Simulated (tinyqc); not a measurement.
# Inputs raised by 10 %, one at a time

Model: two-step dopant diffusion (predeposition and drive-in) with a constant diffusivity. Computed by tinyqc, a small Python program. Command: `OMP_NUM_THREADS=1 python tinyqc.py 3012060 3012061 out.jsonl dopdiff sens`. One thread of a shared host (Intel(R) Xeon(R) Processor @ 2.30GHz), about 0.1 s of CPU time with the checks.

Fick diffusion into a half space x > 0 whose background doping C_B is of the opposite type, so that a junction lies where C = C_B.

Inputs (values chosen for the exercise, modelled on aluminium in silicon):

| quantity | value | unit |
|---|---|---|
| prefactor D0 | 1.5 | cm^2/s |
| activation energy E | 3.43 | eV |
| surface concentration C_s | 1.4e+19 | 1/cm^3 |
| background doping C_B | 8.4e+15 | 1/cm^3 |
| predeposition temperature T1 | 1025 | C |
| predeposition time t1 | 60 | min |
| drive-in temperature T2 | 1050 | C |
| drive-in time t2 | 480 | min |
| mean mobility in the layer mu | 270 | cm^2/(V s) |
| ramp rate | 2 | C/min |
| stand-by temperature | 800 | C |

Furnace ramps of the drive-in: linear ramps.

Constants: k_B = 8.617333262e-05 eV/K; e = 1.602176634e-19 C.

Method:
- D = D0 exp(-E/(k_B T)).
- Temperatures in kelvin are T(C) + 273.15.
- Times in seconds are 60 times the minutes.
- One ramp between the stand-by temperature and T2 adds int D dT / rate (40-point Gauss-Legendre); the usual estimate counts it as an extra time k_B T2^2/(E rate) at T2. (Dt)2 = D2 t2 + two ramps, times in seconds.
- C = C_s erfc(x/(2 sqrt(D1 t1))); dose Q = 2 C_s sqrt(D1 t1/pi); the junction solves erfc(z) = C_B/C_s with x_j = 2 z sqrt(D1 t1).
- With a sealed surface and a thin source, C = Q/sqrt(pi (Dt)2) exp(-x^2/(4 (Dt)2)); x_j = 2 sqrt((Dt)2 ln(C(0)/C_B)); gradient at the junction |dC/dx| = C_B x_j/(2 (Dt)2).
- Net dose Q_net = Q erf(x_j/(2 sqrt((Dt)2))) - C_B x_j; R_s = 1/(e mu Q_net), with every dopant ionised and one mobility.
- Exact two-step profile: C = (2 C_s/pi) int_0^alpha exp(-beta (1 + u^2))/(1 + u^2) du with alpha = sqrt(D1 t1/(Dt)2), beta = x^2/(4 (D1 t1 + (Dt)2)).
- The integral takes 48 Gauss-Legendre points; solve C(x) = C_B.

Runs:

| input moved | from | to | surface concentration C(0) (Gaussian) (1/cm^3) | sheet resistance R_s (Gaussian) (ohm/square) | gradient at the junction (1/cm^4) | exact junction depth (um) |
|---|---|---|---|---|---|---|
| base run | - | - | 2.2633e+18 | 91.61 | 3.1252e+20 | 3.0673 |
| prefactor D0 (cm^2/s) | 1.5 | 1.65 | 2.2633e+18 | 87.35 | 2.9797e+20 | 3.2171 |
| activation energy E (eV) | 3.43 | 3.773 | 2.2062e+18 | 424.48 | 1.4080e+21 | 0.6771 |
| surface concentration C_s (1/cm^3) | 1.4e+19 | 1.54e+19 | 2.4896e+18 | 83.20 | 3.1517e+20 | 3.0935 |
| background doping C_B (1/cm^3) | 8.4e+15 | 9.24e+15 | 2.2633e+18 | 91.70 | 3.4083e+20 | 3.0410 |
| predeposition time t1 (min) | 60 | 66 | 2.3738e+18 | 87.30 | 3.1385e+20 | 3.0864 |
| drive-in time t2 (min) | 480 | 528 | 2.1658e+18 | 91.65 | 2.9787e+20 | 3.1876 |

Exponents ln(y'/y) / ln(x'/x):

| input | surface concentration C(0) (Gaussian) | sheet resistance R_s (Gaussian) | gradient at the junction | exact junction depth |
|---|---|---|---|---|
| prefactor D0 | 0.000 | -0.500 | -0.500 | 0.500 |
| activation energy E | -0.268 | 16.088 | 15.793 | -15.851 |
| surface concentration C_s | 1.000 | -1.010 | 0.089 | 0.089 |
| background doping C_B | 0.000 | 0.010 | 0.910 | -0.091 |
| predeposition time t1 | 0.500 | -0.505 | 0.044 | 0.065 |
| drive-in time t2 | -0.462 | 0.005 | -0.504 | 0.403 |

To which inputs is each result most sensitive?

Among the inputs moved here: surface concentration C(0) (Gaussian) answers most in size to surface concentration C_s (exponent +1.000), next to predeposition time t1 (+0.500); its exponent is below 0.0005 for prefactor D0, background doping C_B. Its exponent 0.000 in prefactor D0: dose and width both scale as sqrt(D0). Its exponent -0.462 in drive-in time t2: a fixed dose spreads over a width sqrt(D t). Sheet resistance R_s (Gaussian) answers most in size to activation energy E (exponent +16.088), next to surface concentration C_s (-1.010). Its exponent -1.010 in surface concentration C_s: the net dose follows C_s. Its exponent -0.505 in predeposition time t1: R_s is inverse to the dose. Gradient at the junction answers most in size to activation energy E (exponent +15.793), next to background doping C_B (+0.910). Exact junction depth answers most in size to activation energy E (exponent -15.851), next to prefactor D0 (+0.500).

Caution (all rows): C_s exceeds the intrinsic carrier density of silicon at the predeposition temperature (2e18 to 1e19 per cm^3), where real diffusivities rise with concentration and profiles turn box-like. Caution (rows predeposition time t1): the drive-in budget is under fifteen times D1 t1, so the source is not thin and the Gaussian junction is too shallow.
